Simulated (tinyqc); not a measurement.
# Thickness of the second layer from the transmission

Inverse problem. A two-layer stack carries the voltage V: F1 = V/(t1 + t2 eps1/eps2), F2 = F1 eps1/eps2; U = phi1 - F1 x in layer 1 and phi2 - F1 t1 - F2 (x - t1) in layer 2. T = exp(-S) at E = 0, C = hbar^2/(2 m0). Each layer adds (2/F) sqrt(m/C) [G(u at its left edge) - G(u at its right edge)] to S, with u = U - E (0 where negative) and G(u) = (2/3) u^1.5. Find t2, known to lie between 0.3 and 6 nm, and F1.

Inputs (values chosen for the exercise): barrier of layer 1 above the emitter Fermi level at zero bias phi1 = 3.13 eV; tunnelling mass of layer 1 m1 = 0.52 m0; thickness of layer 1 t1 = 0.6 nm; relative permittivity of layer 1 eps1 = 4.06; barrier of layer 2 at zero bias phi2 = 1.52 eV; tunnelling mass of layer 2 m2 = 0.19 m0; relative permittivity of layer 2 eps2 = 21; voltage across the dielectric V = 1 V.

Constants: q = 1.602176634e-19 C, hbar = 1.054571817e-34 J s, m0 = 9.1093837015e-31 kg, hbar^2/(2 m0) = 0.0380998212 eV nm^2. Results are converted to the units shown.

T at E = 0 = 5.4611189e-6

Answer. Over that range S rises steadily with t2, so S = -ln T has one root, found by bisection.

t2 = 1.30 nm
F1 = 11.7 MV/cm

Numbers from tinyqc (`OMP_NUM_THREADS=1 python tinyqc.py 2540027 2540028 out.jsonl`; about 0.04 s on one thread of a shared Intel Xeon 2.30GHz).
